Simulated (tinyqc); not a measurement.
Worked calculation: round or elliptic silicon nanowire with anisotropic valleys (Ritz method). Values are carried at full precision from step to step, so a last printed digit may differ when a step is redone from the rounded ones.

Wire along x = [110] on a (001) wafer, y = [-110], z = [001]. Valley groups (w = inverse masses): A, two valleys along z: w_y = 1/mt, w_z = 1/ml, m_x = mt; B, four valleys in the wafer plane: w_y = (1/ml + 1/mt)/2, w_z = 1/mt, m_x = (ml + mt)/2.

Constants: hbar^2/2m0 = 3.80998211 eV angstrom^2; kB = 8.617333262e-05 eV/K.

Inputs chosen for the exercise (near those of a Si nanowire; the results hold for these values, not for the real material): ml = 0.934 m0 (longitudinal mass); mt = 0.186 m0 (transverse mass); a = 36 angstrom (semi-axis along y); b = 36 angstrom (semi-axis along z); group = B (valley group worked out); T = 350 K (temperature).

## Stretching the ellipse

Scaling y by 1/sqrt(w_y) and z by 1/sqrt(w_z) makes the mass 1 and the semi-axes A = a/sqrt(w_y), B = b/sqrt(w_z). List them with the one-function estimate 3c (1/A^2 + 1/B^2) and the slender limit c (pi/2s)^2 (1 + 2s/(pi l)), s and l the smaller and larger of A, B; c = hbar^2/2m0.

Groups:

| group | g | A | B | axis ratio | one function (eV) | slender limit (eV) |
|---|---|---|---|---|---|---|
| A | 2 | 15.53 | 34.79 | 2.241 | 0.0569 | 0.0501 |
| B | 4 | 20.05 | 15.53 | 1.291 | 0.0758 | 0.0582 |

The one-function value suits axis ratios near 1 and the slender limit ratios well above 2.

## Matrices of three even functions

Hard wall on the ellipse (y/a)^2 + (z/b)^2 = 1, c = hbar^2/2m0. With u = y/a, v = z/b the operator is -c [(w_y/a^2) d2/du2 + (w_z/b^2) d2/dv2] on the unit disc. Basis (1 - u^2 - v^2) u^i v^j; S, X and Y are the disc integrals of f f', (df/du)(df'/du) and (df/dv)(df'/dv), from the integral of u^p v^q = 2 Gamma((p+1)/2) Gamma((q+1)/2)/((p + q + 2) Gamma((p+q+2)/2)) for even p, q; H = c (w_y X/a^2 + w_z Y/b^2).

Basis 1, u^2, v^2 times (1 - u^2 - v^2); form S and H for the chosen group.

S, lower triangle:
```
            1       u^2       v^2
1    1.047198
u^2  0.130900  0.039270
v^2  0.130900  0.013090  0.039270
```

H (meV), lower triangle:
```
           1     u^2      v^2
1    79.4252
u^2  13.2375  9.9259
v^2  13.2375  1.6547  13.2398
```

## Lowest level in this basis

Solve H p = E S p for the wire level; give E, the ratios p2/p1 and p3/p1, and H11/S11.

E = 73.0 meV

ratios: -0.49  -0.32

one function = 75.8 meV

The two added functions lower the level by 2.9 meV (3.8 %), mostly by narrowing the state along u, the direction in which the stretched ellipse is long.

## Subbands

Converged values use 21 functions of each parity class (e or o in u, then in v).

The nine lowest levels of all groups and parity classes.

Subbands:

| group, parity | g | m_x (m0) | E (eV) |
|---|---|---|---|
| A ee | 2 | 0.1860 | 0.0538 |
| B ee | 4 | 0.5600 | 0.0730 |
| A eo | 2 | 0.1860 | 0.0897 |
| A ee | 2 | 0.1860 | 0.1385 |
| B oe | 4 | 0.5600 | 0.1619 |
| A oe | 2 | 0.1860 | 0.1817 |
| A eo | 2 | 0.1860 | 0.2009 |
| B eo | 4 | 0.5600 | 0.2083 |
| A oo | 2 | 0.1860 | 0.2387 |

At 350 K and without degeneracy the populations go as g sqrt(m_x) exp(-E/kB T): among these nine the lowest level holds 30 % and the light transport mass mt 42 % of the electrons.

## Checks

- Circle of radius a with both masses mt against c (2.404826/R)^2/m, eV: both 0.0914.

tinyqc: `OMP_NUM_THREADS=1 python tinyqc.py 1252369 1252370 out.jsonl`; about 0.06 s, one thread, shared Intel(R) Xeon(R) Processor @ 2.30GHz.
